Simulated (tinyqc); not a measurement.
## Trap and transport parameters from the curve

Question. A layer shows an ohmic current q n0 mu V/L, then a square law (9/8) th eps0 eps_r mu V^2/L^3 above Vx = 8 q n0 L^2/(9 th eps0 eps_r), and trap filling at V_TFL = q Nt L^2/(2 eps0 eps_r). th = y/(1 + y), y = (Nc/Nt) exp(-Et/kB T). The square-law current at V is given. Find th, n0, Nt and Et.

Values chosen for this exercise: temperature T = 350 K; relative permittivity eps_r = 3.2; mobility mu = 0.0039 cm^2/(V s); thickness L = 500 nm; band density of states Nc = 2.6e20 cm^-3; voltage V = 3.7 V.

Constants: q = 1.602176634e-19 C, kB = 1.380649e-23 J/K, Vt = kB T/q, eps0 = 8.8541878128e-14 F/cm where lengths are in cm. Results are converted to the units shown.

Mott-Gurney J = 4.6471733e-5 A/cm^2
Vx = 1.0676221 V
V_TFL = 91.889323 V

Answer. The square law gives th, Vx gives n0, V_TFL gives Nt, and th with Nt gives Et.

th = 3.41e-4
n0 = 2.90e11 cm^-3
Nt = 1.30e17 cm^-3
Et = 0.470 eV

Program tinyqc, `OMP_NUM_THREADS=1 python tinyqc.py 2370131 2370132 out.jsonl`; Intel Xeon 2.30GHz, shared host, one thread, about 0.01 s.
